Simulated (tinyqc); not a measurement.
Kinetics of strain relaxation and threading dislocations in mismatched semiconductor layers: one step, computed by the program tinyqc. Command: `OMP_NUM_THREADS=1 python tinyqc.py 3012961 3012962 out.jsonl threading walk`. One thread of a shared host (Intel(R) Xeon(R) Processor @ 2.30GHz), about 0.01 s of CPU time with the checks.

60-degree dislocations on {111} planes of a (001) layer, isotropic elasticity. The Schmid factor is 1/sqrt(6), and a misfit segment relieves strain with b/2.

Task: Relaxation in the anneal. Excess resolved stress tau = (1/sqrt 6) [2 G (1 + nu)/(1 - nu)] (e - e_eq), e_eq = b (1 - nu/4) [ln(h/b) + 1]/(4 pi (1 + nu) h), the Matthews-Blakeslee strain of an uncapped layer; glide velocity v = v0 tau exp(-Q/(k_B T)), tau in MPa. Threads run in two directions, so de/dt = -(b/4) rho v, with rho fixed. With x = e - e_eq, x0 = f - e_eq (fully strained at t = 0) and v = m S x (m the mobility, S x = tau): x = x0 exp(-t/t_r), t_r = 4/(b rho_0 m S). The half time is that at which x = x0/2.

Inputs (values chosen for the exercise, modelled on In(0.2)Ga(0.8)As on GaAs): misfit f = 0.015; shear modulus G = 42.7 GPa; Poisson ratio nu = 0.32; Burgers vector b = 4.05 angstrom; anneal temperature T = 662 K; anneal time t = 11 s; initial thread density rho_0 = 760000 1/cm^2; multiplication constant delta = 26000 1/m.

Sources: fixed density of threads.

mobility v/tau = 1.254187e-06 m/s per MPa

equilibrium strain e_eq = 0.003348004

Give: strain left e; share of the excess strain relieved; thread density; half time.

Result:

strain left e = 0.009028

share of the excess strain relieved = 51.25 %

thread density = 760000 1/cm^2

half time = 10.61 s

Relaxation is under way. The misfit lines laid down are 0.034 micrometre apart. Caution: blocking of threads by crossing misfit lines, left out here, leaves real layers with more strain.
